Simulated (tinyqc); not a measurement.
Inside a calculation. Model: reverse leakage of an n+-p junction: diffusion, generation, trap-assisted and band-to-band tunnelling.

tinyqc, about 0.01 s, one thread, Intel Xeon 2.30GHz (shared host): `OMP_NUM_THREADS=1 python tinyqc.py 2290163 2290164 out.jsonl` Printed values are rounded.

One-sided abrupt junction in the depletion approximation, x from the junction (0) to W on the p side, field F = F0 (1 - x/W). Flat quasi-Fermi levels, long p side. Traps generate through SRH with both lifetimes shortened by 1 + Gamma (Hurkx enhancement, form for moderate fields); band-to-band generation is local and needs a total bending above Eg.

Inputs (values chosen for the exercise); band and dielectric values close to those of silicon: temperature T = 400 K; band gap Eg = 1.14 eV; relative permittivity eps_r = 11.6; conduction-band density of states at T Nc = 4.3e19 cm^-3; valence-band density of states at T Nv = 4.11e19 cm^-3; acceptor density of the lighter side Na = 2.8e17 cm^-3; donor density of the heavier side Nd = 1e20 cm^-3; SRH lifetime of both carriers at zero field tau = 2e-9 s; trap level above the intrinsic level Et = 0.15 eV; tunnelling mass mt = 0.24 m0; electron diffusion coefficient on the lighter side Dn = 4.7 cm^2/s; band-to-band prefactor Ab = 5e14 cm^-0.5 V^-2.5 s^-1; band-to-band field constant Bb = 1.94e7 V/cm; reverse bias VR = 0.9 V.

Constants: q = 1.602176634e-19 C, kB = 1.380649e-23 J/K, hbar = 1.054571817e-34 J s, m0 = 9.1093837015e-31 kg, Vt = kB T/q, eps0 = 8.8541878128e-14 F/cm where lengths are in cm. Results are converted to the units shown.

Range of the model: The n+ side is degenerate, so Vbi from Boltzmann statistics is only a guide.

## Field, scales and diffusion current

ni = sqrt(Nc Nv) exp(-Eg/(2 Vt)), Eg in volts; Vbi = Vt ln(Na Nd/ni^2); W = sqrt(2 eps0 eps_r (Vbi + VR)/(q Na)); F0 = 2 (Vbi + VR)/W; FG = sqrt(24 mt m0 (kB T)^3)/(q hbar); J_diff = q ni^2 sqrt(Dn/tau)(1 - exp(-VR/Vt))/Na.

ni = 2.76676e12 cm^-3
Vbi = 0.997124 V
W = 93.2035 nm
F0 = 407.093 kV/cm
FG = 556.396 kV/cm
J_diff = 2.12338e-7 A/cm^2

## Generation rates across the layer

u = (Vbi + VR)(1 - x/W)^2, p = Na exp(-u/Vt), n = Nd exp((u - Vbi - VR)/Vt); G0 = ni^2 (1 - exp(-VR/Vt))/(tau (n + p + 2 ni cosh(Et/Vt))); Gamma = 2 sqrt(3 pi)(F/FG) exp((F/FG)^2); trap-assisted part G0 Gamma; G_bb = Ab F^2.5 exp(-Bb/F) with F in V/cm, zero unless Vbi + VR > Eg, and counted as zero under 1 cm^-3 s^-1. 14 equal steps.

| point | x (nm) | F (kV/cm) | Gamma | G0 (cm^-3 s^-1) | G0 Gamma (cm^-3 s^-1) | G_bb (cm^-3 s^-1) |
|---|---|---|---|---|---|---|
| 0 | 0.0000 | 407.093 | 7.67299 | 3.82747e13 | 2.93681e14 | 1.06396e8 |
| 1 | 6.6574 | 378.015 | 6.61841 | 7.47838e16 | 4.94950e17 | 2.26174e6 |
| 2 | 13.3148 | 348.937 | 5.70607 | 1.47035e19 | 8.38992e19 | 25714.5 |
| 3 | 19.9722 | 319.859 | 4.91209 | 1.78159e19 | 8.75134e19 | 132.022 |
| 4 | 26.6296 | 290.781 | 4.21662 | 1.78218e19 | 7.51478e19 | 0 |
| 5 | 33.2870 | 261.703 | 3.60304 | 1.78218e19 | 6.42128e19 | 0 |
| 6 | 39.9443 | 232.625 | 3.05740 | 1.78215e19 | 5.44873e19 | 0 |
| 7 | 46.6017 | 203.547 | 2.56784 | 1.77973e19 | 4.57006e19 | 0 |
| 8 | 53.2591 | 174.468 | 2.12423 | 1.69236e19 | 3.59495e19 | 0 |
| 9 | 59.9165 | 145.390 | 1.71780 | 8.23122e18 | 1.41396e19 | 0 |
| 10 | 66.5739 | 116.312 | 1.34087 | 1.14340e18 | 1.53315e18 | 0 |
| 11 | 73.2313 | 87.234 | 0.986607 | 1.69503e17 | 1.67233e17 | 0 |
| 12 | 79.8887 | 58.156 | 0.648816 | 4.19316e16 | 2.72059e16 | 0 |
| 13 | 86.5461 | 29.078 | 0.321761 | 1.80828e16 | 5.81835e15 | 0 |
| 14 | 93.2035 | 0.000 | 0 | 1.36591e16 | 0 | 0 |

## Current components

Each current is q times the trapezoid sum of its rate; J adds J_diff; J_bb under 1e-8 of the sum is given as 0.

J_SRH = 1.39079e-5 A/cm^2
J_TAT = 4.94148e-5 A/cm^2
J_bb = 0 A/cm^2
J = 6.35350e-5 A/cm^2

A fine grid gives J = 6.219e-5 A/cm^2; the coarse sum is 2.2 % above it. On the fine grid the largest part is trap-assisted tunnelling (77.6 %). The simple estimate q ni W/(2 tau cosh(Et/Vt)) is 94 % above the fine-grid J_SRH of 1.372e-5 A/cm^2, since near both edges n or p is large enough to quench generation.
